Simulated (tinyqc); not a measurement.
Worked calculation: band-to-band tunnelling across a p-n junction in a two-band chain. Values are carried at full precision from step to step, so a last printed digit may differ when a step is redone from the rounded ones.

Sites alternate A at -Eg/2 and C at +Eg/2 with hopping -t; near the edges, with k counted from the zone boundary pi/a, E^2 = (Eg/2)^2 + (t a k)^2, so t = sqrt(c Eg/m)/a gives the mass m, c = hbar^2/2m0. In the gap cosh(q a) = 1 + (Eg^2/4 - e^2)/(2 t^2), e the energy from the local mid-gap. The potential is V0 = Eg + ov on the p side (left), 0 on the n side, and falls linearly over the 2N sites of the junction, V_j = V0 (1 - j/(2N + 1)), j = 1 to 2N, site 1 being A. E = Eg/2 + x ov. A half chain that ends on a site of level e1 with neighbour e2 has g = (1 + z)/(E - e1), z = exp(-/+ i k a) the root with Im g < 0, cos(k a) = (E - e1)(E - e2)/(2 t^2) - 1. S_L = t^2 g (ending on C, shifted by V0), S_R = t^2 g (starting on A). T = 4 Im(S_L) Im(S_R) |G_(1,2N)|^2.

Constants: hbar^2/2m0 = 3.80998211 eV angstrom^2.

Inputs chosen for the exercise (gap and mass near those of InAs; shifted at random, so the results belong to these values and not to a real crystal): Eg = 0.357 eV (gap); m = 0.0253 m0 (mass of electron and light hole); a = 5 angstrom (period (two sites)); ov = 0.47 eV (overlap: top of the valence band on the p side above the conduction edge on the n side); N = 3 (periods in the small junction); x = 0.27 (energy above the n-side conduction edge, as a share of ov).

## Hopping, field and tunnelling length

Form t, V0, E, the field F = V0/((2N + 1) a/2) (1 V/angstrom = 100 MV/cm) and the length Eg/F over which E lies in the gap.

t = 1.4664 eV
V0 = 0.8270 eV
E = 0.3054 eV
F = 4.726 MV/cm
tunnelling length = 7.55 angstrom

So short a junction keeps the matrix small; its field is above the 1 to 3 MV/cm of tunnel diodes.

## Self-energies of the two sides

Form cos(k a) and S for each side.

cos(k a): left -0.944150, right -0.985722

S_L, S_R (eV): -0.17155-1.01215i  0.06345-0.74828i

## Recursive Green function

g_1 = 1/(E - e_1 - S_L); g_j = 1/(E - e_j - t^2 g_(j-1)), with S_R also subtracted at the last site; G_1j = G_1(j-1) (-t) g_j, G_11 = g_1; e_j is the site level plus V_j. The self-energies stand in the order S_L, S_R.

Sweep:
```
j  e_j (eV)       g_j (1/eV)      G_1j (1/eV)
1    0.5304  -0.0520-0.9853i  -0.0520-0.9853i
2    0.7692  -0.0763-0.4593i   0.6578-0.1453i
3    0.2941   0.1743-0.9815i   0.0409+0.9839i
4    0.5329  -0.1250-0.4381i  -0.6246+0.2067i
5    0.0578   0.4474-0.8161i   0.1624-0.8831i
6    0.2966  -0.1393-0.3429i   0.4772-0.0987i
```

T = 0.7195

## WKB for the same field

T = exp(-2 I/F), I = integral of q de across the gap. Continuum: q = sqrt(Eg^2/4 - e^2)/(t a), I = pi Eg^2/(8 t a). Lattice: q from the cosh formula, 12 Gauss-Legendre points in u with e = (Eg/2) sin(u), u from -pi/2 to pi/2. F in V/angstrom is the value in MV/cm over 100.

I (eV/angstrom): continuum 0.006826, lattice 0.006823

T by WKB: continuum 0.7491, lattice 0.7492

The chain gives 0.7195, 0.960 times the lattice WKB value; the exponent is only 0.29, and reflections at the two kinks of the potential count.

## Checks

- G_(1,2N) from the sweep against inversion of the whole matrix (size): both 0.48735.

Program tinyqc; command `OMP_NUM_THREADS=1 python tinyqc.py 1481982 1481983 out.jsonl`; about 0.01 s on one thread of a shared Intel(R) Xeon(R) Processor @ 2.30GHz.
